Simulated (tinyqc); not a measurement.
## Permittivity and interlayer from two capacitances

Question. A two-layer stack has Cox = eps0/(t1/e1 + t2/e2) and EOT = 3.9 eps0/Cox. Find e2, the EOT of layer 1 and, with e1 given, t1.

Parameters, values chosen for the exercise:
- e1 = 4.03 (relative permittivity of layer 1)

Constants: eps0 = 8.8541878128e-14 F/cm where lengths are in cm. Results are converted to the units shown.

Cox at t2 = 2.2 and 7.1 nm (uF/cm^2): 2.5229725  1.5268088

Solution. EOT is linear in t2 with slope 3.9/e2, and its intercept is the EOT of layer 1.

e2 = 21.40
EOT of layer 1 = 0.9677 nm
t1 = 1.000 nm

tinyqc, about 0.01 s, one thread, Intel Xeon 2.30GHz (shared host): `OMP_NUM_THREADS=1 python tinyqc.py 2010167 2010168 out.jsonl`
